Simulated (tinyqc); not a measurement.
Quasi-harmonic thermal expansion with mode Grueneisen parameters. Inputs raised by 5 %, one at a time. Computed by tinyqc, a small Python program. Command: `OMP_NUM_THREADS=1 python tinyqc.py 3019090 3019091 out.jsonl qha sens`. One thread of a shared host (Intel(R) Xeon(R) Processor @ 2.30GHz), about 0.07 s of CPU time with the checks.

A crystal with two atoms a cell; per atom there are 1 transverse acoustic (TA), 1/2 longitudinal acoustic (LA) and 3/2 optical (O) modes. Every frequency of group i scales as nu_i (V/V0)^(-gamma_i). Each group has one frequency. Static energy: E = (9 V0 B0/16) [y^3 B' + y^2 (2 - 4 y)], y = (V0/V)^(2/3) - 1, with pressure P_s = (3 B0/2) (z^7 - z^5) [1 + (3/4)(B' - 4)(z^2 - 1)], z = (V0/V)^(1/3).

Inputs (values chosen for the exercise, modelled on zinc selenide):
```
quantity                       value             unit
static volume V0                22.8  angstrom^3/atom
static bulk modulus B0          61.5              GPa
static B'                        4.7                -
frequency nu_TA                 2.02              THz
frequency nu_LA                 4.75              THz
frequency nu_O                  7.14              THz
Grueneisen parameter gamma_TA   -1.1                -
Grueneisen parameter gamma_LA    1.1                -
Grueneisen parameter gamma_O     1.3                -
temperature T                    800                K
step factor f                      1                -
```

Acoustic groups: Einstein.

Constants: h x 1 THz = 4.135667696 meV; k_B = 8.617333262e-05 eV/K; 1 eV/angstrom^3 = 160.2176634 GPa.

Method:
- For a mode with x = h nu/(k_B T), n = 1/(exp(x) - 1): U = h nu (n + 1/2), C/k_B = x^2 n (n + 1); U_i and C_i sum these over group i with its weight per atom.
- Phonon pressure P_ph = sum_i gamma_i U_i/V.
- Start at V0 and step V(new) = V [1 + f (P_s + P_ph)/B0]; stop when |P_s + P_ph| < 1e-8 GPa, after 60 steps, or when V leaves 0.7 to 1.3 V0.
- B_T = -V d(P_s + P_ph)/dV at fixed T (central difference, step 1e-4 V); alpha_V = sum gamma_i C_i k_B/(B_T V), all at V(T); the linear coefficient is alpha_L = alpha_V/3.
- C_P - C_V = alpha_V^2 B_T V T; the optical frequency is nu_O (V/V0)^(-gamma_O).
- At T = 0, U_i is the zero-point energy (h nu/2 a mode); solve P_s + P_ph = 0.

Runs; columns: (1) input moved; (2) from; (3) to; (4) linear expansion coefficient (ppm/K); (5) volume change from V0 (%); (6) isothermal bulk modulus B_T (GPa); (7) zero-point volume change (%):
```
(1)                             (2)     (3)     (4)     (5)     (6)      (7)
base run                          -       -  4.6317  1.1514  58.985  0.33843
static bulk modulus B0 (GPa)   61.5  64.575  4.4045  1.0955  62.060  0.32231
static B'                       4.7   4.935  4.6445  1.1530  58.822  0.33857
frequency nu_TA (THz)          2.02   2.121  4.6322  1.1513  58.985  0.33578
frequency nu_O (THz)           7.14   7.497  4.6219  1.1538  58.983  0.35493
Grueneisen parameter gamma_TA  -1.1  -1.155  4.4404  1.1062  59.083  0.33577
Grueneisen parameter gamma_LA   1.1   1.155  4.7271  1.1741  58.936  0.34152
temperature T (K)               800     840  4.6487  1.2077  58.861  0.33843
```

Exponents ln(y'/y) / ln(x'/x):
```
input                          linear expansion coefficient  volume change from V0  isothermal bulk modulus B_T  zero-point volume change
static bulk modulus B0                               -1.031                 -1.020                        1.041                    -1.001
static B'                                             0.057                  0.028                       -0.057                     0.008
frequency nu_TA                                       0.002                 -0.002                        0.000                    -0.161
frequency nu_O                                       -0.044                  0.043                       -0.001                     0.975
Grueneisen parameter gamma_TA                        -0.865                 -0.821                        0.034                    -0.162
Grueneisen parameter gamma_LA                         0.418                  0.401                       -0.017                     0.186
temperature T                                         0.075                  0.979                       -0.043                     0.000
```

To which inputs is each result most sensitive?

Among the inputs moved here: linear expansion coefficient answers most in size to static bulk modulus B0 (exponent -1.031), next to Grueneisen parameter gamma_TA (-0.865). Its exponent -1.031 in static bulk modulus B0: alpha_L = gamma C/(3 B V). Volume change from V0 answers most in size to static bulk modulus B0 (exponent -1.020), next to temperature T (+0.979). Isothermal bulk modulus B_T answers most in size to static bulk modulus B0 (exponent +1.041), next to static B' (-0.057); its exponent is below 0.0005 for frequency nu_TA. zero-point volume change answers most in size to static bulk modulus B0 (exponent -1.001), next to frequency nu_O (+0.975); its exponent is below 0.0005 for temperature T. Its exponent -1.001 in static bulk modulus B0: the shift is P_ph/B0.
